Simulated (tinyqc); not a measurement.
Area and perimeter leakage from two diodes.

Question. A square diode and a finger diode leak I = JA area + JP perimeter. Find JA, JP and the side of the square at which both parts are equal.

areas (um^2): 90000  252000
perimeters (um): 1200  51660
leakage currents (pA): 0.675  20.727000

Solution. Two linear equations give JA and JP; for a square of side a, JA a^2 = 4 JP a at a = 4 JP/JA.

JA = 2.300e-10 A/cm^2
JP = 3.900e-12 A/cm
side for equal parts = 678.3 um

Program tinyqc, `OMP_NUM_THREADS=1 python tinyqc.py 2290168 2290169 out.jsonl`; Intel Xeon 2.30GHz, shared host, one thread, about 0.01 s.
